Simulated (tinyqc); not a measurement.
Smearing for a one-band metal on the simple cubic lattice: one step. Occupations and energies.

With x = (E_k - mu)/sigma: Fermi-Dirac f = 1/(1 + exp(x)), s = -f ln f - (1 - f) ln(1 - f). With weights w = points/N^d (d the dimension), mu solves 2 sum w f = ne; E = 2 sum w f E_k, S = 2 sum w s, F = E - sigma S.

Parameters, chosen for this exercise: ne = 0.81 (electrons per cell); sigma = 0.284 eV (width).

Distinct levels:
```
E_k (eV)   points
-5.880000       1
-5.340000       6
-4.580000      12
-4.260000       6
-3.720000       3
-3.600000       8
-3.060000      24
-2.300000      12
-1.640000      24
-0.660000      24
0.540000       12
1.200000       24
1.960000        3
2.620000       24
4.260000        6
4.920000        8
6.780000       12
8.860000        6
11.160000       1
```

Question. Converge mu, then list x, f and s of each level and form the sums.

Give: mu; x, f and s of each level; E; S; F; (E + F)/2.

Answer.

mu = -1.4937 eV

x, f and s of each level:
```
E_k (eV)       x       f       s
-5.8800   -15.44  1.0000  0.0000
-5.3400   -13.54  1.0000  0.0000
-4.5800   -10.87  1.0000  0.0002
-4.2600    -9.74  0.9999  0.0006
-3.7200    -7.84  0.9996  0.0035
-3.6000    -7.42  0.9994  0.0051
-3.0600    -5.52  0.9960  0.0261
-2.3000    -2.84  0.9448  0.2137
-1.6400    -0.52  0.6260  0.6610
-0.6600     2.94  0.0504  0.1998
0.5400      7.16  0.0008  0.0063
1.2000      9.48  0.0001  0.0008
1.9600     12.16  0.0000  0.0001
2.6200     14.48  0.0000  0.0000
4.2600     20.26  0.0000  0.0000
4.9200     22.58  0.0000  0.0000
6.7800     29.13  0.0000  0.0000
8.8600     36.46  0.0000  0.0000
11.1600    44.56  0.0000  0.0000
```

E = -2.6206 eV
S = 0.2223
F = -2.6837 eV
(E + F)/2 = -2.6522 eV

Levels with f between 0.001 and 0.999: 4. (E + F)/2 removes the term in sigma^2 for this scheme. That argument needs a smooth density of states, and the number of distinct levels within 2 sigma of mu is only 1, so it may fail on this mesh.

(tinyqc, `OMP_NUM_THREADS=1 python tinyqc.py 1652352 1652353 out.jsonl`, Intel(R) Xeon(R) Processor @ 2.30GHz, 1 thread, shared host, about 0.3 s.)
